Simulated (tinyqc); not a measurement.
# Non-radiative capture by multiphonon emission, one effective mode, step by step

A worked calculation. Computed by tinyqc, a small Python program that keeps every step. Command: `OMP_NUM_THREADS=1 python tinyqc.py 3002499 3002500 out.jsonl capture walk`. One thread of a shared host (Intel(R) Xeon(R) Processor @ 2.30GHz), about 0.01 s of CPU time with the checks. Intermediate numbers are printed to about 7 digits and carried at full precision; extremes and crossings named in words are read from the listed rows.

The initial state (free carrier plus empty centre) lies dE above the final state; both have the same frequency and are displaced by dQ.

Inputs (values chosen for the exercise, for a model semiconductor):
```
quantity                     value                   unit
energy released dE           0.445                     eV
phonon energy hbar omega      34.6                    meV
Huang-Rhys factor S           7.04                      -
electron-phonon coupling W  0.0032  eV/(u^(1/2) angstrom)
cell volume V                 1090             angstrom^3
degeneracy g                     4                      -
broadening b                    27                    meV
carrier mass m               0.155                    m_0
dielectric constant eps       15.3                      -
temperature T                  120                      K
defect density N_t           3e+16                  cm^-3
```

Centre: repulsive.

Constants: hbar^2/u = 4.18015928e-03 eV angstrom^2; k_B = 8.617333262e-05 eV/K; hbar = 6.582119569e-16 eV s; Ry = 13.605693123 eV; k_B = 1.380649e-23 J/K; m_0 = 9.1093837015e-31 kg.

## Geometry of the two curves

dQ = sqrt(2 S (hbar^2/u)/hbar omega); relaxation energy lambda = S hbar omega; phonons needed P = dE/hbar omega; classical barrier E_b = (dE - lambda)^2/(4 lambda); occupation n = 1/(exp(hbar omega/k_B T) - 1).

dQ = 1.304247 u^(1/2) angstrom

lambda = 0.243584 eV

P = 12.86127

classical barrier E_b = 0.04163698 eV

occupation n = 0.03651223

dE exceeds lambda: the inverted case usual for deep centres, in which the curves cross on the far side of the initial minimum.

## Phonon weights near resonance

Huang-Rhys weight for a net emission of p phonons: L_p = exp(-S (2n + 1)) ((n + 1)/n)^(p/2) I_p(2 S sqrt(n (n + 1))), I_p the modified Bessel function. M_p = sum_m w_m <m_i|Q|(m + p)_f>^2 with Q counted from the final minimum and Boltzmann weights w_m for m = 0..24; <m_i|Q|k_f> = sqrt((hbar^2/u)/(2 hbar omega)) [sqrt(k) <m|k-1> + sqrt(k+1) <m|k+1>], with overlaps of oscillators displaced by d = sqrt(2 S) summed on 1500 points from -16 to 16 + d. The delta function is a Gaussian of standard deviation b at dE - p hbar omega.

Weights:
```
p          L_p  M_p (u angstrom^2)  Gaussian (1/eV)
10  0.07320561           0.1823886     1.778780e-02
11  0.04788975           0.1337303     8.593540e-01
12  0.02877862           0.0895196     8.035739e+00
13  0.01599042           0.0551022     1.454398e+01
14  0.00826127           0.0313799     5.095007e+00
15  0.00398790           0.0166219     3.454698e-01
16  0.00180636           0.0082278     4.533976e-03
```

## Capture coefficient before scaling

C_0 = V (2 pi/hbar) g W^2 sum_p M_p Gaussian_p. The sum runs over the seven p from round(P) - 3 to round(P) + 3; 1 angstrom^3 = 1e-24 cm^3.

sum_p M_p Gaussian_p = 1.804589 u angstrom^2/eV

C_0 = 7.690928e-10 cm^3/s

## Scaled coefficient, cross-section and lifetime

Sommerfeld factor of a repulsive centre: s(k) = 2 pi nu/(exp(2 pi nu) - 1), nu = sqrt(Ry*/E), Ry* = Ry m/eps^2, averaged over (2/sqrt(pi)) sqrt(x) exp(-x) dx with x = E/k_B T = t^2 (trapezoid, t to 6 in steps of 0.01). C = s C_0; v = sqrt(3 k_B T/m); sigma = C/v; tau = 1/(C N_t).

Sommerfeld factor s = 0.04577764

capture coefficient C = 3.520726e-11 cm^3/s

thermal velocity v = 1.876215e+07 cm/s

cross-section sigma = 1.876505e-18 cm^2

capture time = 9.467745e-07 s

## Quantum against classical capture

C_0 = V (2 pi/hbar) g W^2 sum_p M_p Gaussian_p. Here the sum runs over all p. Classical (Marcus) form: replace the sum by Q_c^2 exp(-E_b/k_B T)/sqrt(4 pi lambda k_B T), Q_c = dQ (dE + lambda)/(2 lambda). The last column is -k_B d ln C_0/d(1/T) from this row and the one above.

Against temperature:
```
T (K)  C_0, quantum (cm^3/s)  C_0, classical (cm^3/s)  Sommerfeld factor  activation energy (eV)
32              7.140091e-10             4.366670e-15          0.0034938                       -
60              7.158999e-10             3.662965e-12          0.0142228            1.562747e-05
100             7.418946e-10             7.109667e-11          0.0347998            4.610291e-04
160             8.449517e-10             3.441070e-10          0.0676199            2.989003e-03
240             1.033481e-09             7.688062e-10          0.1083100            8.330899e-03
360             1.294324e-09             1.228053e-09          0.1602552            1.396355e-02
560             1.559822e-09             1.590194e-09          0.2276732            1.620709e-02
880             1.694908e-09             1.736055e-09          0.3046994            1.102227e-02
```

At 32.0 K the quantum value is 160000 times the classical one: C_0 comes from tunnelling out of the lowest level and hardly depends on T. At 880 K the ratio is 0.98. The largest apparent activation energy is 0.016 eV against the classical barrier of 0.042 eV, so an Arrhenius fit understates the barrier, through tunnelling and the broadening b at low T and the T^(-1/2) prefactor at high T. The measured coefficient is C = s C_0, and s changes by a factor 87 over these rows, so C changes by 210 where C_0 changes by 2.4.

Checks made by the program: Bessel formula against the sum over overlaps (relative difference below 1e-10).
